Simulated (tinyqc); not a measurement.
# Read current of a NAND string, cells in series solved by shooting: two studies

Cells in series, numbered from 0 at the source line (0 V) to the bit line, each followed by a gap resistance Rg. A cell with gate Vg, threshold VT, source Vs and drain Vd passes I = 2 nf K Vt^2 [F(Vs) - F(Vd)]/(1 + th max(Vg - VT, 0)), F(V) = ln^2(1 + exp((Vg - VT - nf V)/(2 nf Vt))). The selected cell has Vg = Vr, the others Vg = Vp.

Inputs (values chosen for the exercise); values of the order met in vertical NAND strings: temperature T = 300 K; gain factor of a cell K = 13 uA/V^2; slope factor nf = 1.7; mobility reduction factor th = 0.16 1/V; resistance of the gap between cells Rg = 28 kohm; bit-line voltage Vbl = 0.3 V; pass voltage Vp = 7.9 V; threshold of an erased cell Ve = -1.3 V; threshold of the highest state Vh = 3.1 V; threshold of the selected cell Vx = 2.8 V; sensing current Is = 50 nA; read voltage on the selected word line Vr = 3.38 V.

Constants: q = 1.602176634e-19 C, kB = 1.380649e-23 J/K, Vt = kB T/q. Results are converted to the units shown.

Each table varies one quantity; the others keep the values above.

## Read current against the number of cells

For a trial current I start at 0 V and, cell by cell, solve for the drain: sqrt(F(Vd)) = sqrt(F(Vs) - I/k), k = 2 nf K Vt^2/(1 + th max(Vg - VT, 0)), Vd = [Vg - VT - 2 nf Vt ln(exp(sqrt F) - 1)]/nf, then add I Rg. The string current is the I for which the last node reaches Vbl. The apparent threshold is the Vr at which I = Is. Background: all other cells erased (VT = Ve) or all in the highest state (VT = Vh); ratio and shift are high over erased and high minus erased. The selected cell is in the middle, cell n/2.

Read current against the number of cells:
```
n	I, others erased (uA)	I, others high (uA)	ratio	apparent VT, erased (V)	apparent VT, high (V)	background shift (mV)
8	0.4671	0.4268	0.9137	2.904	2.907	2.651
16	0.2903	0.2581	0.8890	2.921	2.926	5.331
32	0.1649	0.1438	0.8719	2.955	2.965	10.80
64	0.08838	0.07616	0.8617	3.023	3.047	23.95
96	0.06036	0.05179	0.8580	3.109	3.239	129.9
```

Read the table: what changes, and by how much?

With erased neighbours the current falls from 0.467 to 0.0604 uA, as n^(-0.69) between the first two rows and n^(-0.94) between the last two (-1 once the series resistance rules). The ratio falls from 0.914 to 0.858 and the background shift rises from 2.65 to 130 mV.

## Effect of the pass voltage

Same model as above.

The string has 32 cells and the selected one is cell 16.

Results:
```
Vp (V)	I, others erased (uA)	I, others high (uA)	ratio	apparent VT, erased (V)	apparent VT, high (V)	background shift (mV)
4.2	0.1489	0.06695	0.4495	2.963	3.057	94.56
4.7	0.1520	0.08869	0.5834	2.961	3.014	52.76
5.2	0.1547	0.1041	0.6726	2.960	2.996	36.07
5.7	0.1571	0.1155	0.7353	2.958	2.985	26.71
6.7	0.1611	0.1315	0.8161	2.956	2.973	16.68
7.2	0.1628	0.1373	0.8431	2.956	2.969	13.73
```

Estimate the missing row, Vp = 6.2 V.

Computed row:
```
Vp (V)	I, others erased (uA)	I, others high (uA)	ratio	apparent VT, erased (V)	apparent VT, high (V)	background shift (mV)
6.2	0.1592	0.1244	0.7814	2.957	2.978	20.76
```

With this row back in the table: As Vp goes from 4.2 to 7.2 V, the current with erased neighbours rises from 0.149 to 0.163 uA, that with high neighbours rises from 0.0669 to 0.137 uA and the ratio rises from 0.449 to 0.843. The background shift falls from 94.6 to 13.7 mV. A higher pass voltage also disturbs erased cells more, which this model leaves out.

Numbers from tinyqc (`OMP_NUM_THREADS=1 python tinyqc.py 2142013 2142014 out.jsonl`; about 0.3 s on one thread of a shared Intel Xeon 2.30GHz).
